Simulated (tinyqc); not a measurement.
ROHF in the sto-6g basis, for H4, spin multiplicity 3, step by step. One step of it, computed by the program tinyqc.

Problem. Iteration 1: building the Fock matrix. J_ij = sum D_kl (ij|kl) with D = D(alpha) + D(beta), K_ij = sum D_kl (ik|jl) for each spin; F = H + J - K(s); E = tr D H + tr D J / 2 - 0.5 sum_s tr D(s) K(s) + E_nn.

D(alpha) at the start, order 1H 1s, 2H 1s, 3H 1s, 4H 1s:
```
[[0.740895, -0.001016, 0.312304, -0.429607],
 [-0.001016, 0.740895, -0.429607, 0.312304],
 [0.312304, -0.429607, 0.740895, -0.001016],
 [-0.429607, 0.312304, -0.001016, 0.740895]]
```

D(beta) at the start, order 1H 1s, 2H 1s, 3H 1s, 4H 1s:
```
[[0.155644, 0.155644, 0.155644, 0.155644],
 [0.155644, 0.155644, 0.155644, 0.155644],
 [0.155644, 0.155644, 0.155644, 0.155644],
 [0.155644, 0.155644, 0.155644, 0.155644]]
```

core Hamiltonian H = T + V (hartree), order 1H 1s, 2H 1s, 3H 1s, 4H 1s:
```
[[-1.418445, -0.715676, -0.262975, -0.159149],
 [-0.715676, -1.418445, -0.159149, -0.262975],
 [-0.262975, -0.159149, -1.418445, -0.715676],
 [-0.159149, -0.262975, -0.715676, -1.418445]]
```

Two-electron integrals (ij|kl) in chemists' order, unique and non-zero (hartree):
```
(11|11) 0.774999   (21|11) 0.226320   (21|21) 0.090907   (22|11) 0.417338
(22|21) 0.226320   (22|22) 0.774999   (31|11) 0.066903   (31|21) 0.022253
(31|22) 0.046598   (31|31) 0.010176   (32|11) 0.031836   (32|21) 0.013330
(32|22) 0.034713   (32|31) 0.005076   (32|32) 0.003069   (33|11) 0.276845
(33|21) 0.101313   (33|22) 0.234860   (33|31) 0.066903   (33|32) 0.034713
(33|33) 0.774999   (41|11) 0.034713   (41|21) 0.013330   (41|22) 0.031836
(41|31) 0.005076   (41|32) 0.003009   (41|33) 0.031836   (41|41) 0.003069
(42|11) 0.046598   (42|21) 0.022253   (42|22) 0.066903   (42|31) 0.007139
(42|32) 0.005076   (42|33) 0.046598   (42|41) 0.005076   (42|42) 0.010176
(43|11) 0.101313   (43|21) 0.040393   (43|22) 0.101313   (43|31) 0.022253
(43|32) 0.013330   (43|33) 0.226320   (43|41) 0.013330   (43|42) 0.022253
(43|43) 0.090907   (44|11) 0.234860   (44|21) 0.101313   (44|22) 0.276845
(44|31) 0.046598   (44|32) 0.031836   (44|33) 0.417338   (44|41) 0.034713
(44|42) 0.066903   (44|43) 0.226320   (44|44) 0.774999
```

nuclear repulsion = 1.90732146 hartree

Give: Coulomb J; exchange K(alpha); exchange K(beta); F(alpha); F(beta); total energy of this density.

Solution.

Coulomb J (hartree), order 1H 1s, 2H 1s, 3H 1s, 4H 1s:
```
[[1.6988, 0.6551, 0.2279, 0.1337],
 [0.6551, 1.6988, 0.1337, 0.2279],
 [0.2279, 0.1337, 1.6988, 0.6551],
 [0.1337, 0.2279, 0.6551, 1.6988]]
```

exchange K(alpha) (hartree), order 1H 1s, 2H 1s, 3H 1s, 4H 1s:
```
[[0.6521, 0.3246, 0.1306, 0.0281],
 [0.3246, 0.6521, 0.0281, 0.1306],
 [0.1306, 0.0281, 0.6521, 0.3246],
 [0.0281, 0.1306, 0.3246, 0.6521]]
```

exchange K(beta) (hartree), order 1H 1s, 2H 1s, 3H 1s, 4H 1s:
```
[[0.2516, 0.1882, 0.1264, 0.1139],
 [0.1882, 0.2516, 0.1139, 0.1264],
 [0.1264, 0.1139, 0.2516, 0.1882],
 [0.1139, 0.1264, 0.1882, 0.2516]]
```

F(alpha) (hartree), order 1H 1s, 2H 1s, 3H 1s, 4H 1s:
```
[[-0.3717, -0.3852, -0.1656, -0.0535],
 [-0.3852, -0.3717, -0.0535, -0.1656],
 [-0.1656, -0.0535, -0.3717, -0.3852],
 [-0.0535, -0.1656, -0.3852, -0.3717]]
```

F(beta) (hartree), order 1H 1s, 2H 1s, 3H 1s, 4H 1s:
```
[[0.0288, -0.2488, -0.1614, -0.1393],
 [-0.2488, 0.0288, -0.1393, -0.1614],
 [-0.1614, -0.1393, 0.0288, -0.2488],
 [-0.1393, -0.1614, -0.2488, 0.0288]]
```

total energy of this density = -1.785821 hartree
